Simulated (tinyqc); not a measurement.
# Threshold of a short bulk MOSFET: charge sharing, barrier lowering, narrow width, step by step

Computed by the program tinyqc: `OMP_NUM_THREADS=1 python tinyqc.py 2002209 2002210 out.jsonl`, one thread of a shared Intel Xeon 2.30GHz, about 0.01 s for the whole run. Printed values are rounded.

n-channel device on a p-type body, depletion approximation, full ionisation. Uniform doping N = Na. Vbi from Boltzmann statistics is rough for the degenerate source. Cox = eps0 eox/tox.

Values chosen for this exercise; band and dielectric values close to those of silicon: temperature T = 400 K; band gap Eg = 1.14 eV; relative permittivity eps_r = 11.7; conduction-band density of states at T Nc = 4.22e19 cm^-3; valence-band density of states at T Nv = 4.13e19 cm^-3; relative permittivity of the gate insulator (close to zirconium oxide) eox = 25.6; insulator thickness tox = 27 nm; channel doping Na = 6e16 cm^-3; source and drain doping Nsd = 1e20 cm^-3; flat-band voltage for the doping Na Vfb = -0.83 V; junction depth xj = 16 nm; body-source voltage Vbs = 0 V; drain-source voltage Vds = 0.5 V; gate width W = 490 nm; shape factor of the fringing depletion at the width edges xw = 0; channel length L = 320 nm.

Constants: q = 1.602176634e-19 C, kB = 1.380649e-23 J/K, Vt = kB T/q, eps0 = 8.8541878128e-14 F/cm where lengths are in cm. Results are converted to the units shown.

## Long-channel threshold and scales

ni = sqrt(Nc Nv) exp(-Eg/(2 Vt)), Eg in volts; 2 pB = 2 Vt ln(N/ni); flat band Vfb - Vt ln(N/Na); Wd = sqrt(2 eps0 eps_r (2 pB - Vbs)/(q N)); body term q N Wd/Cox; long-channel VT0 = flat band + 2 pB + body term; Vbi = Vt ln(N Nsd/ni^2); scale length l = sqrt((eps_r/eox) tox Wd).

N = 6e16 cm^-3
2 pB = 0.688793 V
flat band = -0.83 V
Wd = 121.842 nm
body term = 0.139519 V
VT0 = -0.00168844 V
Vbi = 0.944506 V
l = 38.7751 nm

## Short-channel and narrow-width shifts

Charge sharing (trapezoid; it ignores Vds): F = (xj/L)(sqrt(1 + 2 Wd/xj) - 1), lowering = body term times F. Barrier lowering: th = exp(-L/(2 l)) + 2 exp(-L/l), lowering = th [2 (Vbi - 2 pB) + Vds], DIBL = th. Narrow width: rise = body term times xw Wd/W. VT by each model = VT0 - lowering + rise.

F = 0.151434
lowering by charge sharing = 21.1278 mV
th = 0.0166626
lowering of the barrier = 16.8530 mV
DIBL = 16.6626 mV/V
narrow-width rise = 0 mV
VT, charge sharing = -0.0228163 V
VT, barrier lowering = -0.0185414 V

L is 8.25 scale lengths. The charge-sharing lowering is 25 % above the barrier lowering; the first falls off as 1/L and the second exponentially. Both describe the same loss of gate control, so they are alternatives and are not added.
